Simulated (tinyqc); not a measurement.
Hexagonal on-chip spiral inductor, lumped pi model: one step of the calculation.

Outer diameter do = di + 2 n wd + 2 (n - 1) sp, mean da = (do + di)/2, fill p = (do - di)/(do + di), length l = 3.464 n da. L = 2.33 mu0 n^2 da/(1 + 3.82 p), mu0 = 4 pi 1e-7 H/m. Rs = rho l/(wd delta (1 - exp(-th/delta))), delta = sqrt(rho/(pi f mu0)). Cs = n wd^2 eps0 eo/hu across the coil. At each end Cox = l wd eps0 eo/(2 ho) leads to the substrate branch Rsi = 2 rs he/(l wd) in parallel with Csi = l wd eps0 11.7/(2 he). With one end grounded Y = 1/(Rs + i w L) + i w Cs + 1/[1/(i w Cox) + 1/(1/Rsi + i w Csi)], w = 2 pi f; Q = -Im Y/Re Y. Eddy currents in neighbouring turns and in the substrate are left out.

Task. Admittance, quality factor and apparent inductance. Series branch 1/(Rs + i w L), substrate branch, total Y, Q = -Im Y/Re Y, apparent inductance Im(1/Y)/w, metal-only value w L/Rs, share of the loss in the substrate Re(substrate branch)/Re Y.

Parameters, values chosen for the exercise:
- f = 0.87 GHz (frequency)

L = 1.2671532 nH
Rs = 1.2570208 ohm
Cs = 12.965061 fF
Cox = 58.159707 fF
Rsi = 142.66989 ohm
Csi = 7.2610975 fF

Give: series branch; substrate branch; Y; Q; apparent inductance; w L/Rs; share of the loss in the substrate.

Result.

series branch = 25.4-139.8i mS
substrate branch = 0.0144+0.3172i mS
Y = 25.4-139.4i mS
Q = 5.492
apparent inductance = 1.270 nH
w L/Rs = 5.510
share of the loss in the substrate = 0.05667 %

Q is 99.7 % of the metal-only value.

tinyqc, about 0.01 s, one thread, Intel Xeon 2.30GHz (shared host): `OMP_NUM_THREADS=1 python tinyqc.py 2302119 2302120 out.jsonl`
